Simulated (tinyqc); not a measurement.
Bandgap voltage reference from two bipolar transistors: two steps of the calculation.

Two transistors of area 1 and N carry the same current I. Is(T) = Is (T/T0)^eta exp[(Vg0 q/kB)(1/T0 - 1/T)], VBE1 = Vt ln(I/Is(T)) + I rb, VBE2 = Vt ln(I/(N Is(T))) + I rb/N. The amplifier forces I R1(T) = VBE1 - VBE2 + Vos, with R(T) = R (1 + tc (T - T0)) for both resistors, and the output is Vref = VBE1 + I R2(T). Base currents and the Early effect are neglected.

Inputs (values chosen for the exercise); values of the order met in silicon bipolar transistors:
- T0 = 300 K (reference temperature)
- Vg0 = 1.179 V (band-gap voltage extrapolated to 0 K)
- eta = 3.6 (temperature exponent of the saturation current)
- Is = 9.1e-16 A (saturation current of the unit transistor at T0)
- N = 15 (area ratio of the second transistor)
- R1 = 6.4 kohm (resistor across which the difference of VBE falls, at T0)
- tc = 0 ppm/K (temperature coefficient of both resistors)
- Vos = 0 mV (offset of the amplifier)
- rb = 99 ohm (series resistance of the unit transistor)
- R2 = 57.22 kohm (output resistor at T0)
- T = 273 K (temperature)

Constants: q = 1.602176634e-19 C, kB = 1.380649e-23 J/K. Results are converted to the units shown.

Task 1. Operating point at the reference temperature. Vt = kB T/q; I = (Vt ln N + Vos)/(R1(T) - rb (1 - 1/N)). Evaluate at T = T0.

Wanted: Vt; I; Is(T); VBE1; I R2; Vref.

Result 1.

Vt = 0.02585 V
I = 11.10 uA
Is(T) = 9.100e-16 A
VBE1 = 0.6015 V
I R2 = 0.6351 V
Vref = 1.237 V

Task 2. Operating point at another temperature. 

Give: Vt; I; Is(T); VBE1; I R2; Vref.

Result 2.

Vt = 0.02353 V
I = 10.10 uA
Is(T) = 7.124e-18 A
VBE1 = 0.6592 V
I R2 = 0.5779 V
Vref = 1.237 V

From T0 to T, VBE1 changes by 57.7 mV and I R2 by -57.2 mV, which leaves 0.586 mV in Vref.

Program tinyqc, `OMP_NUM_THREADS=1 python tinyqc.py 2062187 2062188 out.jsonl`; Intel Xeon 2.30GHz, shared host, one thread, about 0.03 s.
